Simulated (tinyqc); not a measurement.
Growth with time: grain growth, pinning, strength and diffusional creep of a polycrystal or thin film. Computed by tinyqc, a small Python program. Command: `OMP_NUM_THREADS=1 python tinyqc.py 3016420 3016421 out.jsonl grain walk`. One thread of a shared host (Intel(R) Xeon(R) Processor @ 2.30GHz), about 0.01 s of CPU time with the checks.

One mean grain size d describes the structure.

Inputs (values chosen for the exercise, for a model solid):
```
quantity,value,unit
boundary energy gamma,0.38,J/m^2
mobility prefactor M0,1.8e-07,m^4/(J s)
activation energy of boundary motion Q_m,4.35,eV
anneal temperature T,2507,K
initial grain size d0,190,nm
particle volume fraction f,0.0011,-
particle radius r,6,nm
```

Sample: bulk.

Constants: k_B = 8.617333262e-05 eV/K.

Method. M = M0 exp(-Q_m/(k_B T)). The driving pressure is 2 gamma/d. Zener pinning pressure 3 f gamma/(2 r) stops growth at d_Z = 4 r/(3 f). The limit is d_lim = d_Z. dd/dt = 2 M gamma (1/d - 1/d_lim) integrates to 2 M gamma t = d_lim (d0 - d) + d_lim^2 ln[(d_lim - d0)/(d_lim - d)]; without pinning d^2 = d0^2 + 4 M gamma t.

limit d_lim = 7272.73 nm

mobility M = 3.23999e-16 m^4/(J s)

At T:
```
t (s),free growth (nm),pinned growth (nm),d/d_lim
3.20e+02,440,432.0,0.05940
1.10e+03,760,734.3,0.10097
3.20e+03,1270,1197.1,0.16460
1.10e+04,2335,2092.4,0.28770
3.20e+04,3974,3285.9,0.45181
1.10e+05,7363,5117.1,0.70360
3.20e+05,12555,6612.5,0.90922
1.10e+06,23276,7256.7,0.99780
```

The apparent exponent d ln d/d ln t of the pinned growth is at most about 0.46, below the ideal 1/2, and falls to 0.075 in the last rows: pinning hides it late.
